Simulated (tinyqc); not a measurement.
Inside a calculation. Model: a particle near a wafer in liquid: double-layer and van der Waals forces (DLVO), deposition barrier and removal. Computed by tinyqc, a small Python program that keeps every step. Command: `OMP_NUM_THREADS=1 python tinyqc.py 3112912 3112913 out.jsonl dlvo walk`. One thread of a shared host (Intel(R) Xeon(R) Processor @ 2.30GHz), about 0.01 s of CPU time with the checks. Intermediate numbers are printed to about 6 digits and carried at full precision; extremes and crossings named in words are read from the listed rows.

Sphere and flat wall, Derjaguin approximation, constant potentials in the linear-superposition form, no retardation and no hydration force.

Inputs (values chosen for the exercise, of the order of those for polymer latex on silicon in water):
```
quantity                             value   unit
particle radius R                       29     nm
Hamaker constant A                 1.6e-20      J
potential of the particle psi_1         23     mV
potential of the wafer psi_2           -51     mV
salt concentration c                  0.11  mol/L
valence z of the symmetric salt          1      -
temperature T                          293      K
dielectric constant of the liquid     80.2      -
gap h                                  8.6     nm
contact distance h0                    0.4     nm
contact radius over R                0.044      -
viscosity                             0.57  mPa s
```

Constants: e = 1.602176634e-19 C; N_A = 6.02214076e+23 1/mol; eps_0 = 8.8541878128e-12 F/m; k_B = 1.380649e-23 J/K; k_B = 8.617333262e-05 eV/K.

## Screening

kappa^2 = 2 z^2 e^2 N_A (1000 c)/(eps eps_0 k_B T); gamma_i = tanh(z e psi_i/(4 k_B T)); Z = 64 pi eps eps_0 (k_B T/(z e))^2 gamma_1 gamma_2.

kappa = 1.08808 1/nm

Debye length = 0.919051 nm

gamma_1 = 0.223877

gamma_2 = -0.466021

Z = -9.49616 pN

kappa R = 31.5543

Opposite signs: the double layers attract.

## Energy and force at one gap

U(h) = Z R exp(-kappa h) - A R/(6 h); F(h) = -dU/dh = kappa Z R exp(-kappa h) - A R/(6 h^2), positive for repulsion.

double-layer energy = -0.00587619 k_B T

van der Waals energy = -2.22289 k_B T

U(h) = -2.22876 k_B T

F(h) = -1.07147 pN

## The curve

The formulas are those given above.

Against the gap:
```
h (nm)  kappa h  U (k_B T)        F (pN)
0.4      0.4352   -91.8452  -6.77238e+02
0.6      0.6528   -67.2992  -3.70798e+02
1.0      1.0881   -42.0492  -1.78273e+02
1.5      1.6321   -26.0545  -9.29554e+01
2.5      2.7202   -12.1304  -3.21085e+01
4.0      4.3523    -5.6558  -8.69185e+00
7.0      7.6165    -2.7645  -1.72573e+00
12.0    13.0569    -1.5932  -5.37677e-01
20.0    21.7616    -0.9558  -1.93333e-01
40.0    43.5231    -0.4779  -4.83333e-02
```

Caution: in rows where h is not small against R, A R/(6 h) overstates the van der Waals term. Caution: in rows with kappa h below 1 linear superposition is only rough.

## Removing an attached particle

Adhesion F_a = A R/(6 h0^2) [1 + a^2/(R h0)] - kappa Z R exp(-kappa h0), a the contact radius. Drag in a shear flow F_d = 1.7 x 6 pi mu R^2 G, acting at 1.4 R; rolling starts when 1.4 R F_d = a F_a. Wall shear stress = mu G.

van der Waals adhesion = 551.174 pN

net adhesion F_a = 745.078 pN

wall shear stress for rolling = 868.922 Pa

shear rate G = 1.52442e+06 1/s

Checks made by the program: force against a difference of U (relative difference below 1e-10).
